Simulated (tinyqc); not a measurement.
Inside a calculation. Model: stacked nanosheet transistor, parasitic resistance, capacitance and delay.

Numbers from tinyqc (`OMP_NUM_THREADS=1 python tinyqc.py 2170012 2170013 out.jsonl`; about 0.07 s on one thread of a shared Intel Xeon 2.30GHz). Printed values are rounded.

Ns sheets share one contact on top; each has perimeter p = 2 (Ws + ts) and cross-section A = Ws ts; contact width Wc = Ws + 10 nm, stack height Hs = Ns pv. Sheet 1 is the top one. Contact length Lc = CPP - Lg - 2 Lsp, shared by two neighbouring gates. Source and drain sides are equal. The formulas are first-order estimates, not field solutions.

Parameters, values chosen for the exercise; values close to those of silicon logic devices: temperature T = 300 K; number of sheets Ns = 4; sheet width Ws = 40 nm; sheet thickness ts = 7 nm; vertical pitch of the sheets pv = 12 nm; vertical resistance between sheet levels rv = 105 ohm; contacted gate pitch CPP = 45 nm; gate length Lg = 12 nm; spacer length Lsp = 4 nm; relative permittivity of the spacer ks = 3.3; gate height above the channel stack Hc = 30 nm; contact resistivity rc = 1.1e-9 ohm cm^2; resistivity of the source-drain epitaxy re = 0.00074 ohm cm; current-carrying depth of the epitaxy te = 30 nm; resistivity of the extension rx = 0.00067 ohm cm; gate overlap Lov = 1.5 nm; inversion capacitance Cinv = 2.7 uF/cm^2; injection velocity vx = 1.2e7 cm/s; apparent mobility mu = 240 cm^2/(V s); threshold at zero drain voltage VT = 0.24 V; barrier lowering dl = 0.059 V/V; subthreshold factor n = 1.28; wire load Cw = 0.28 fF; supply voltage Vdd = 0.6 V.

Constants: q = 1.602176634e-19 C, kB = 1.380649e-23 J/K, eps0 = 8.8541878128e-12 F/m, Vt = kB T/q. Results are converted to the units shown.

## Geometry and resistances

Epitaxy sheet resistance Rsh = re/te, transfer length LT = sqrt(rc/Rsh), contact Rc = [sqrt(rc Rsh)/Wc] coth(Lc/(2 LT)); extension of one sheet Rx = rx Lsp/A. Effective width N p; for equal currents and rv = 0 one side has Rc + Rx/N.

Lc = 25 nm
effective width = 376 nm
Rsh = 246.667 ohm
LT = 21.1174 nm
Rc = 196.091 ohm
Rx = 95.7143 ohm
one side times effective width = 82.7273 ohm um

Lc/2 is 0.59 transfer lengths, and Rc is 11 % above the area limit rc/(Wc Lc/2). The contact makes up 89.1 % of one side.

## Capacitances

With N sheets: gate Cg = Cinv p N Lg; per side, plate Cp = ks eps0 [Wc (Hs + Hc) - N A]/Lsp, top fringe Cf = (2/pi) ks eps0 Wc ln(1 + Lg/(2 Lsp)), overlap Co = Cinv p N Lov. Cs = Cp + Cf + Co. An inverter of two such devices driving an equal one has the load CL = 2 (Cg + 2 Cs) + 4 Cs + Cw (its own drains counted twice for the Miller effect).

Cg = 121.824 aF
Cp = 20.3071 aF
Cf = 0.852209 aF
Co = 15.2280 aF
CL = 814.746 aF

The channel capacitance gives 29.9 % of CL, the parasitic parts 35.7 % and the wire 34.4 %.

## Iteration 1: sheet currents at Vgs = Vdd, Vds = Vdd/2

I at the start (uA): sheet 1 0, sheet 2 0, sheet 3 0, sheet 4 0

One sheet: I = p Q vx u/(1 + |u|^1.8)^(1/1.8), Q = Cinv n Vt ln(1 + exp((Vg' - VT + dl Vd')/(n Vt))), u = Vd' mu/(vx Lg), Vg' = Vgs - v, Vd' = Vds - 2 v, with the drop on each side v_j = Rc sum I + rv (sum over levels k = 2..j of the current of sheets k..Ns) + Rx I_j. I(new) = I + 0.5 (I(out) - I).

drop v (mV): sheet 1 0, sheet 2 0, sheet 3 0, sheet 4 0
I(out) (uA): sheet 1 111.650, sheet 2 111.650, sheet 3 111.650, sheet 4 111.650
I after iteration 1 (uA): sheet 1 55.8250, sheet 2 55.8250, sheet 3 55.8250, sheet 4 55.8250

## Iteration 2: sheet currents at Vgs = Vdd, Vds = Vdd/2

As before.

drop v (mV): sheet 1 49.1304, sheet 2 66.7153, sheet 3 78.4385, sheet 4 84.3001
I(out) (uA): sheet 1 92.6401, sheet 2 85.0450, sheet 3 79.4824, sheet 4 76.4725
I after iteration 2 (uA): sheet 1 74.2326, sheet 2 70.4350, sheet 3 67.6537, sheet 4 66.1488

## Course of the iteration: sheet currents at Vgs = Vdd, Vds = Vdd/2

Stop when the largest change of I is below 1e-6 uA, or after 80 iterations.

Course of the iteration:

| iteration | total I (uA) | largest \|change\| of one entry (uA) |
|---|---|---|
| 1 | 223.300 | 55.8 |
| 2 | 278.470 | 18.4 |
| 3 | 288.666 | 6.52 |
| 4 | 290.834 | 2.68 |
| 5 | 291.587 | 1.19 |
| 6 | 291.905 | 0.535 |
| 7 | 292.045 | 0.242 |
| 8 | 292.108 | 0.110 |
| 9 | 292.135 | 0.0497 |
| ... | ... | ... |
| 15 | 292.158 | 4.40e-4 |
| 16 | 292.158 | 2.01e-4 |
| 17 | 292.158 | 9.16e-5 |
| 18 | 292.158 | 4.19e-5 |
| 19 | 292.158 | 1.91e-5 |
| 20 | 292.158 | 8.76e-6 |
| 21 | 292.158 | 4.01e-6 |
| 22 | 292.158 | 1.84e-6 |
| 23 | 292.158 | 8.43e-7 |

Converged in 23 iterations. At the end each change is about 0.46 times the one before: linear convergence. The bottom sheet carries 74.0 % of the current of the top one.

## Effective current, delay and energy

IH = I(Vdd, Vdd/2) = 292.158 uA
IL = I(Vdd/2, Vdd), solved likewise = 84.9094 uA

Ieff = (IH + IL)/2, delay CL Vdd/(2 Ieff), energy CL Vdd^2, with CL the load of an inverter that drives an equal one.

Ieff = 188.534 uA
delay = 1.29645 ps
energy = 293.309 aJ

Without any series resistance Ieff would be 282 uA, so the resistances cost 33.1 %.
